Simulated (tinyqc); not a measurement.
Bound state above the band: recursion (Haydock) method for the local density of states: impurity site of a cubic lattice.

One orbital a site at energy 0, hopping -t to the 6 nearest neighbours of a cubic lattice; the start u0 is a site in the bulk, with energy V. Recursion: a_n = <u_n|H|u_n>, b_(n+1) u_(n+1) = (H - a_n) u_n - b_n u_(n-1), b > 0. G(z) = 1/(z - a0 - b1^2/(z - a1 - b2^2/(...))), z = E + i eta. After n levels the tail is b_n^2 T with the square-root terminator T = (z - sqrt(z - 2b) sqrt(z + 2b))/(2 b^2), b = 3t so that the band edges lie at -/+ 6t.

Parameters, chosen for this exercise: t = 1.25 eV (hopping).

A level solves G0(E) = 1/V for E above the band, G0 being the fraction for V = 0 with m levels and terminator; a dash: none.

Level (eV):
```
V/t  V (eV)  3 levels  7 levels
0.5   0.625         -         -
1.0   1.250         -         -
2.0   2.500         -         -
3.0   3.750         -         -
3.5   4.375         -         -
4.0   5.000    7.5066    7.5008
4.5   5.625    7.6790    7.6697
6.0   7.500    8.8812    8.8799
8.0  10.000   10.9872   10.9870
```

threshold V/t with 7 levels = 3.971

What does the comparison show?

In three dimensions G0 is finite at the edge: a level needs V/t above 3.957 (from the closed form of the Watson integral); seven levels give 3.971. At V = 8t three and seven levels give 10.9872 and 10.9870 eV.

Computed by tinyqc, a small Python program: `OMP_NUM_THREADS=1 python tinyqc.py 1480999 1481000 out.jsonl` (the numbers bound the seed that draws the inputs); one thread of a shared host (Intel(R) Xeon(R) Processor @ 2.30GHz), about 0.08 s for the whole set of steps.
